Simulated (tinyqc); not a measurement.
A particle near a wafer in liquid: double-layer and van der Waals forces (DLVO), deposition barrier and removal: one step, computed by the program tinyqc.

Sphere and flat wall, Derjaguin approximation, constant potentials in the linear-superposition form, no retardation and no hydration force.

Problem. Screening. kappa^2 = 2 z^2 e^2 N_A (1000 c)/(eps eps_0 k_B T); gamma_i = tanh(z e psi_i/(4 k_B T)); Z = 64 pi eps eps_0 (k_B T/(z e))^2 gamma_1 gamma_2.

Inputs (values chosen for the exercise, of the order of those for silica on copper in water):

| quantity | value | unit |
|---|---|---|
| particle radius R | 24 | nm |
| potential of the particle psi_1 | -60 | mV |
| potential of the wafer psi_2 | -64 | mV |
| salt concentration c | 0.0004 | mol/L |
| valence z of the symmetric salt | 2 | - |
| temperature T | 323 | K |
| dielectric constant of the liquid | 69.9 | - |

Constants: e = 1.602176634e-19 C; N_A = 6.02214076e+23 1/mol; eps_0 = 8.8541878128e-12 F/m; k_B = 1.380649e-23 J/K; k_B = 8.617333262e-05 eV/K.

Give: kappa; Debye length; gamma_1; gamma_2; Z; kappa R.

Solution.

kappa = 0.13388 1/nm

Debye length = 7.4696 nm

gamma_1 = -0.79239

gamma_2 = -0.81765

Z = 15.615 pN

kappa R = 3.2130

Like signs: the double layers repel.
